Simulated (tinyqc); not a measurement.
Flow curve at three pumping speeds: Berg model of reactive sputtering of a nitride or oxide: poisoning, hysteresis and pumping speed. Computed by tinyqc, a small Python program. Command: `OMP_NUM_THREADS=1 python tinyqc.py 3027592 3027593 out.jsonl berg walk`. One thread of a shared host (Intel(R) Xeon(R) Processor @ 2.30GHz), about 0.07 s of CPU time with the checks.

A diatomic gas reacts with bare metal on the target and on the collecting surfaces; ions remove metal and compound from the target. theta_t and theta_c are the compound fractions.

Inputs (values chosen for the exercise, close to those used for aluminium oxide):
```
quantity                         value     unit
ion current density J               17  mA/cm^2
target area A_t                    150     cm^2
collecting area A_c               2600     cm^2
metal yield Y_m                   0.83        -
compound yield Y_c               0.043        -
sticking coefficient alpha        0.76        -
reactive atoms per metal atom z    1.5        -
gas mass M                          32        u
pumping speed S                     81      l/s
gas temperature T                  300        K
```

Constants: e = 1.602176634e-19 C; u = 1.6605390666e-27 kg; k_B = 1.380649e-23 J/K.

Method. Ion flux j = J/e; gas flux F = P/sqrt(2 pi M k_B T). Target: (2/z) alpha F (1 - theta_t) = j Y_c theta_t. Sputtered flows F_c = j Y_c theta_t A_t, F_m = j Y_m (1 - theta_t) A_t. Collector: (2/z) alpha F (1 - theta_c) A_c + F_c (1 - theta_c) = F_m theta_c. Gas use Q = alpha F [(1 - theta_t) A_t + (1 - theta_c) A_c] + P S/(k_B T); 1 sccm = 4.4780e17 molecules/s. Rate R = F_m + F_c, given relative to j Y_m A_t. P is a single-valued function of the flow Q only if dQ/dP > 0 everywhere: S must exceed k_B T times the steepest fall of the surface terms with P.

pressure of the steepest fall = 0.00346701 Pa

critical pumping speed = 1215.23 l/s

Pressure as the free variable:
```
P (Pa)   theta_t  theta_c  relative rate  Q at S_c/4 (sccm)  Q at S_c (sccm)  Q at 2 S_c (sccm)
0.00017  0.09217  0.09559        0.91260             1.9579            2.041              2.153
0.00035  0.17289  0.19210        0.83606             3.6108            3.783              4.012
0.00069  0.29183  0.35230        0.72328             5.7507            6.090              6.542
0.00120  0.41749  0.53314        0.60414             7.3229            7.913              8.699
0.00210  0.55639  0.72252        0.47244             7.8963            8.928             10.304
0.00350  0.67641  0.85527        0.35863             7.3596            9.079             11.373
0.00550  0.76662  0.92759        0.27310             6.5056            9.208             12.812
0.00870  0.83861  0.96687        0.20484             5.8070           10.082             15.782
0.01400  0.89318  0.98606        0.15309             5.6332           12.513             21.685
0.02800  0.94358  0.99627        0.10531             6.9076           20.667             39.012
```

What follows from these numbers?

At S_c/4 the flow falls with pressure in 4 of the intervals: as the target poisons, less metal arrives to getter the gas. At 2 S_c it rises throughout. Coverages and rate depend on P alone, not on S. The collector converts before the target (theta_c = 0.72 at theta_t = 0.56), since the metal is spread over a larger area and no ions clean it. The rate tends to Y_c/Y_m = 0.052.
